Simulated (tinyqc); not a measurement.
Inputs raised by 2 %, one at a time: Stillinger-Weber potential for a tetrahedral semiconductor. Computed by tinyqc, a small Python program. Command: `OMP_NUM_THREADS=1 python tinyqc.py 3013042 3013043 out.jsonl swsi sens`. One thread of a shared host (Intel(R) Xeon(R) Processor @ 2.30GHz), about 0.1 s of CPU time with the checks.

With x = r/sigma: pair term eps A (B x^-4 - 1) exp(1/(x - a)); for each pair of neighbours j, k of atom i, three-body term eps lambda exp(gamma/(x_ij - a) + gamma/(x_ik - a)) (cos theta_jik + 1/3)^2; both vanish beyond x = a. A = 7.049556277, B = 0.6022245584, a = 1.8.

Inputs (values chosen for the exercise, modelled on silicon):
```
quantity,value,unit
energy scale eps,2.203,eV
length scale sigma,2.077,angstrom
three-body strength lambda,21.5,-
gamma,1.2,-
```

Constants: 1 eV/angstrom^3 = 160.2176634 GPa.

Method. All angles are tetrahedral, so only the pair term acts; its minimum lies at x = 2^(1/6) with depth eps, and second neighbours lie beyond the cut-off. a0 = 4 d/sqrt3; E = -2 eps per atom. Second derivatives of the energy per atom, volume a0^3/8: e_xx gives C11, e_xx = -e_yy gives 2 (C11 - C12), e_xy = e_yx = h/2 gives the unrelaxed C44(0). Under that shear the second sublattice shifts by u_z; minimising over u_z gives C44 = C44(0) - E_hu^2/(E_uu V) and Kleinman's zeta = |E_hu/E_uu|/(a0/4). The optical force constant is k = 4 E_uu, with M omega^2 = k at the zone centre.

Runs:
```
input moved,from,to,C11 (GPa),C12 (GPa),C44 (GPa),optical force constant k (eV/angstrom^2)
base run,-,-,159.15,79.072,59.914,38.001
energy scale eps (eV),2.203,2.24706,162.33,80.653,61.112,38.761
length scale sigma (angstrom),2.077,2.11854,149.97,74.511,56.458,36.525
three-body strength lambda,21.5,21.93,160.21,78.538,60.806,38.192
gamma,1.2,1.224,155.50,80.898,56.794,37.346
```

Exponents ln(y'/y) / ln(x'/x):
```
input,C11,C12,C44,optical force constant k
energy scale eps,1.000,1.000,1.000,1.000
length scale sigma,-3.000,-3.000,-3.000,-2.000
three-body strength lambda,0.338,-0.342,0.746,0.254
gamma,-1.172,1.153,-2.700,-0.877
```

Among the inputs moved here: C11 answers most in size to length scale sigma (exponent -3.000), next to gamma (-1.172). Its exponent +1.000 in energy scale eps: eps sets the scale. Its exponent -3.000 in length scale sigma: energy over volume. C12 answers most in size to length scale sigma (exponent -3.000), next to gamma (+1.153). C44 answers most in size to length scale sigma (exponent -3.000), next to gamma (-2.700). Its exponent -3.000 in length scale sigma: energy over volume. Optical force constant k answers most in size to length scale sigma (exponent -2.000), next to energy scale eps (+1.000). Its exponent -2.000 in length scale sigma: energy over length squared.

Caution (all rows): the original fit to silicon is too soft in shear (C44) and too stiff for the optical mode.
